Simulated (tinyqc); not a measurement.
Effective-mass impurity with a central-cell term, in a basis of Slater functions: one step, computed by the program tinyqc. Command: `OMP_NUM_THREADS=1 python tinyqc.py 3025363 3025364 out.jsonl centralcell walk`. One thread of a shared host (Intel(R) Xeon(R) Processor @ 2.30GHz), about 0.01 s of CPU time with the checks.

The envelope obeys H = -nabla^2 - (2/r) [Z + A exp(-kappa r)] in effective units, with kappa = a*/lambda; positive A deepens the well near the core.

Task: Generalised eigenproblem. (T + V + W) c = E S c with c^T S c = 1 and the largest component positive.

Impurity: donor, one isotropic band.

kinetic T (Ry*):
```
[[0.2809, 0.5372619, 0.5598544, 0.4196289],
 [0.5372619, 2.202256, 4.212133, 4.389258],
 [0.5598544, 4.212133, 17.26569, 33.02312],
 [0.4196289, 4.389258, 33.02312, 135.3630]]
```

Coulomb V (Ry*):
```
[[-1.06, -1.375738, -1.191065, -0.8278200],
 [-1.375738, -2.968, -3.852066, -3.334982],
 [-1.191065, -3.852066, -8.3104, -10.78579],
 [-0.8278200, -3.334982, -10.78579, -23.26912]]
```

central cell W (Ry*):
```
[[-0.01598329, -0.05956000, -0.1643846, -0.2825664],
 [-0.05956000, -0.2272316, -0.6566226, -1.200154],
 [-0.1643846, -0.6566226, -2.085163, -4.372090],
 [-0.2825664, -1.200154, -4.372090, -11.56245]]
```

overlap S:
```
[[1.000000, 0.683087, 0.254219, 0.068052],
 [0.683087, 1.000000, 0.683087, 0.254219],
 [0.254219, 0.683087, 1.000000, 0.683087],
 [0.068052, 0.254219, 0.683087, 1.000000]]
```

Give: two lowest levels; coefficients of the lowest state; <T>; <W>.

Result:

two lowest levels (Ry*): [-1.087, -0.066]

coefficients of the lowest state: [0.3490, 0.7498, -0.0384, 0.0082]

<T> = 1.366 Ry*

<W> = -0.1361 Ry*
